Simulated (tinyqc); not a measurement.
Worked calculation: plane-wave Kohn-Sham cycle with exchange-only LDA in a layered model solid. Computed by tinyqc, a small Python program that keeps every step. Settings: points = 16, plane-wave index or count = 2, electrons = 2, k points = 2, area = 27.0, mixing = 0.8, iteration cap = 61. Command: `OMP_NUM_THREADS=1 python tinyqc.py 31138 31139 out.jsonl` (the two numbers bound the seeds that draw the settings). One thread of a shared host (Intel(R) Xeon(R) Processor @ 2.60GHz), about 0.01 s of CPU time with the checks. Later iterations appear only in the table of the cycle.

## Iteration 1: potential

A solid whose potential varies along x alone (atomic units):
```
parameter                      value
period a                   15.200000
cross-section of the cell  27.000000
electrons per cell                 2
grid points                       16
plane waves -n..n, n               2
k points                           2
V1 in V1 cos(2 pi x/a)     -0.720000
```

density at the start, on the grid x_j = j a/N (e/bohr^3): [0.0048733, 0.0048733, 0.0048733, 0.0048733, 0.0048733, 0.0048733, 0.0048733, 0.0048733, 0.0048733, 0.0048733, 0.0048733, 0.0048733, 0.0048733, 0.0048733, 0.0048733, 0.0048733]

V_H(G) = 4 pi rho(G)/G^2 for G != 0 (uniform background); v_x = -(3 rho/pi)^(1/3); V = V_ext + V_H + v_x; Fourier components f(G_m) = (1/N) sum_j f(x_j) exp(-i G_m x_j).

Potentials on the grid (hartree):
```
x            V_ext      V_H       v_x         V
0.00000   -0.72000  0.00000  -0.16695  -0.88695
0.95000   -0.66519  0.00000  -0.16695  -0.83215
1.90000   -0.50912  0.00000  -0.16695  -0.67607
2.85000   -0.27553  0.00000  -0.16695  -0.44249
3.80000          0  0.00000  -0.16695  -0.16695
4.75000    0.27553  0.00000  -0.16695   0.10858
5.70000    0.50912  0.00000  -0.16695   0.34216
6.65000    0.66519  0.00000  -0.16695   0.49824
7.60000    0.72000  0.00000  -0.16695   0.55305
8.55000    0.66519  0.00000  -0.16695   0.49824
9.50000    0.50912  0.00000  -0.16695   0.34216
10.45000   0.27553  0.00000  -0.16695   0.10858
11.40000         0  0.00000  -0.16695  -0.16695
12.35000  -0.27553  0.00000  -0.16695  -0.44249
13.30000  -0.50912  0.00000  -0.16695  -0.67607
14.25000  -0.66519  0.00000  -0.16695  -0.83215
```

V(G_m), m = 0, 1, 2, ... (hartree): [-0.16695, -0.36000, 0.00000, 0.00000, 0.00000]

## Iteration 1: Hamiltonian at one k

k = 0.25000 2 pi / a

H(m,m') = (k + G_m)^2/2 delta + V(G_m - G_m'), with V(-G) = V(G).

H (hartree), order -2, -1, +0, +1, +2:
$$\begin{pmatrix}
0.09469 & -0.36000 & 0.00000 & 0.00000 & 0.00000 \\
-0.36000 & -0.11890 & -0.36000 & 0.00000 & 0.00000 \\
0.00000 & -0.36000 & -0.16161 & -0.36000 & 0.00000 \\
0.00000 & 0.00000 & -0.36000 & -0.03346 & -0.36000 \\
0.00000 & 0.00000 & 0.00000 & -0.36000 & 0.26557
\end{pmatrix}$$

## Iteration 1: levels at that k

Diagonalise the Hermitian matrix.

eigenvalues (hartree): [-0.70632, -0.33175, 0.05676, 0.42023, 0.60737]

## Iteration 1: new density

Motion across x is left out: the lowest 1 band(s) hold two electrons at each of the k points (j + 1/2)/nk - 1/2. Residual R = rho(out) - rho(in); rho(new) = rho(in) + 0.8 R. rho(out) = 2/(a A nk) sum |psi|^2 with psi = sum c exp(i G x). Harris energy E = band energy - dV sum rho (V_H/2 + v_x) + (3/4) dV sum rho v_x with rho(in), dV = a A/N, band energy = (2/nk) sum of the filled levels.

rho(out) (e/bohr^3): [0.0203109, 0.0166827, 0.0089624, 0.0027934, 0.0003517, 0.0000114, 0.0000102, 0.0000057, 0.0000269, 0.0000057, 0.0000102, 0.0000114, 0.0003517, 0.0027934, 0.0089624, 0.0166827]

density after iteration 1 (e/bohr^3): [0.0172233, 0.0143208, 0.0081446, 0.0032094, 0.0012560, 0.0009838, 0.0009828, 0.0009792, 0.0009962, 0.0009792, 0.0009828, 0.0009838, 0.0012560, 0.0032094, 0.0081446, 0.0143208]

energy per cell = -1.3291653 hartree

## Iteration 2: potential

As before.

Potentials on the grid (hartree):
```
x            V_ext       V_H       v_x         V
0.00000   -0.72000   0.57064  -0.25431  -0.40367
0.95000   -0.66519   0.50350  -0.23914  -0.40083
1.90000   -0.50912   0.33240  -0.19813  -0.37484
2.85000   -0.27553   0.12287  -0.14526  -0.29792
3.80000          0  -0.07077  -0.10625  -0.17702
4.75000    0.27553  -0.22497  -0.09794  -0.04738
5.70000    0.50912  -0.33525  -0.09791   0.07596
6.65000    0.66519  -0.40139  -0.09779   0.16601
7.60000    0.72000  -0.42340  -0.09835   0.19825
8.55000    0.66519  -0.40139  -0.09779   0.16601
9.50000    0.50912  -0.33525  -0.09791   0.07596
10.45000   0.27553  -0.22497  -0.09794  -0.04738
11.40000         0  -0.07077  -0.10625  -0.17702
12.35000  -0.27553   0.12287  -0.14526  -0.29792
13.30000  -0.50912   0.33240  -0.19813  -0.37484
14.25000  -0.66519   0.50350  -0.23914  -0.40083
```

V(G_m), m = 0, 1, 2, ... (hartree): [-0.14484, -0.15491, 0.01905, 0.00404, 0.00239]

## Iteration 2: Hamiltonian at one k

k = 0.25000 2 pi / a

As before.

H (hartree), order -2, -1, +0, +1, +2:
$$\begin{pmatrix}
0.11681 & -0.15491 & 0.01905 & 0.00404 & 0.00239 \\
-0.15491 & -0.09678 & -0.15491 & 0.01905 & 0.00404 \\
0.01905 & -0.15491 & -0.13950 & -0.15491 & 0.01905 \\
0.00404 & 0.01905 & -0.15491 & -0.01135 & -0.15491 \\
0.00239 & 0.00404 & 0.01905 & -0.15491 & 0.28768
\end{pmatrix}$$

## Iteration 2: levels at that k

As before.

eigenvalues (hartree): [-0.32838, -0.15073, 0.04139, 0.22457, 0.37000]

## Iteration 2: new density

As before.

rho(out) (e/bohr^3): [0.0169386, 0.0146919, 0.0095092, 0.0044774, 0.0014666, 0.0003153, 0.0000449, 0.0000085, 0.0000063, 0.0000085, 0.0000449, 0.0003153, 0.0014666, 0.0044774, 0.0095092, 0.0146919]

density after iteration 2 (e/bohr^3): [0.0169955, 0.0146177, 0.0092363, 0.0042238, 0.0014245, 0.0004490, 0.0002324, 0.0002027, 0.0002043, 0.0002027, 0.0002324, 0.0004490, 0.0014245, 0.0042238, 0.0092363, 0.0146177]

energy per cell = -0.9106960 hartree

## Convergence

Stop when sqrt(dV sum R^2) is below 1e-8, dV = a A/N.

Course of the cycle:
```
iteration  E (hartree)  norm of the residual
1           -1.3291653              1.40e-01
2           -0.9106960              1.82e-02
3           -0.9076663              7.29e-03
4           -0.9077729              9.97e-04
5           -0.9077898              2.45e-04
6           -0.9077911              4.85e-05
7           -0.9077912              1.12e-05
8           -0.9077912              2.45e-06
9           -0.9077912              5.51e-07
10          -0.9077912              1.22e-07
11          -0.9077912              2.72e-08
12          -0.9077912              6.03e-09
```

Converged in 12 iterations. Before convergence this energy mixes input and output and is not variational, so it may rise towards its limit.
